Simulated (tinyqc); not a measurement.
# Ferroelectric with a first-order transition, Landau-Devonshire energy: depolarisation in a thin film

One domain with free energy u = al P^2 + be P^4 + ga P^6 - E P, al = a0 (T - T0), be < 0 < ga (P in uC/cm^2, E in kV/cm, u in mJ/cm^3). Equilibrium: E = 2 al P + 4 be P^3 + 6 ga P^5; a state is stable against small changes where dE/dP > 0. The coercive field is that of uniform switching, which real films, switching by domains, do not reach.

Imperfect screening, an effective length ls = 0.005 nm at each electrode, adds the energy ls P^2/(eps0 t), so al becomes al + ls/(eps0 t) and T0 falls by ls/(eps0 a0 t) (short-circuited film, background permittivity neglected). Ps^2 = [-be + sqrt(be^2 - 3 al ga)]/(3 ga); Pc^2 = [-3 be + sqrt(9 be^2 - 15 al ga)]/(15 ga), Ec = -E(Pc); susceptibility chi = 1/(eps0 dE/dP). TC = T0 + be^2/(4 a0 ga), where u(Ps) = u(0); T1 = T0 + be^2/(3 a0 ga), where the polar minimum disappears.

Values chosen for this exercise: slope of the quadratic coefficient a0 = 0.012 kV cm/(uC K); Curie-Weiss temperature T0 = 450 K; quartic coefficient be = -0.00037 kV cm^5/uC^3; sixth-order coefficient ga = 1.6e-7 kV cm^9/uC^5; temperature T = 400 K.

Constants: eps0 = 8.8541878128e-14 F/cm where lengths are in cm. Results are converted to the units shown.

Result of one run:
```
t (nm),fall of T0 (K),Ps (uC/cm^2),depolarising field 2 ls Ps/(eps0 t) (kV/cm),u(Ps) (mJ/cm^3)
1000,4.7059,45.660,5.1569,-1291.5
```

What becomes of these results when the film thickness t is changed from 1000 to 1600 nm, all else the same?

Result of the changed run:
```
t (nm),fall of T0 (K),Ps (uC/cm^2),depolarising field 2 ls Ps/(eps0 t) (kV/cm),u(Ps) (mJ/cm^3)
1600,2.9412,45.842,3.2359,-1335.8
```

The whole series:
```
t (nm),fall of T0 (K),Ps (uC/cm^2),depolarising field 2 ls Ps/(eps0 t) (kV/cm),u(Ps) (mJ/cm^3)
67,70.237,32.679,55.087,32.235
110,42.781,40.632,41.719,-431.53
170,27.682,42.944,28.530,-748.75
260,18.100,44.165,19.185,-967.02
410,11.478,44.930,12.377,-1124.7
650,7.2398,45.393,7.8872,-1228.5
1000,4.7059,45.660,5.1569,-1291.5
1600,2.9412,45.842,3.2359,-1335.8
2600,1.8100,45.957,1.9963,-1364.4
```

As the film thickens from 67 to 2600 nm, Ps rises from 32.7 to 46.0 uC/cm^2 (bulk 46.1) and the depolarising field falls from 55.1 to 2.00 kV/cm. The polar state is the lowest for t > 69.4 nm and exists at all for t > 63.8 nm.

Program tinyqc, `OMP_NUM_THREADS=1 python tinyqc.py 2860011 2860012 out.jsonl`; Intel Xeon 2.30GHz, shared host, one thread, about 0.01 s.
